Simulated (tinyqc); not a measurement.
Permittivity and interlayer from two capacitances.

Inverse problem. A two-layer stack has Cox = eps0/(t1/e1 + t2/e2) and EOT = 3.9 eps0/Cox. Find e2, the EOT of layer 1 and, with e1 given, t1.

Parameters, values chosen for the exercise: relative permittivity of layer 1 e1 = 3.87.

Constants: eps0 = 8.8541878128e-14 F/cm where lengths are in cm. Results are converted to the units shown.

Cox at t2 = 2 and 8.9 nm (uF/cm^2): [1.9469152, 1.1414293]

Solution. EOT is linear in t2 with slope 3.9/e2, and its intercept is the EOT of layer 1.

e2 = 21.50
EOT of layer 1 = 1.411 nm
t1 = 1.400 nm

tinyqc, about 0.01 s, one thread, Intel Xeon 2.30GHz (shared host): `OMP_NUM_THREADS=1 python tinyqc.py 2010172 2010173 out.jsonl`
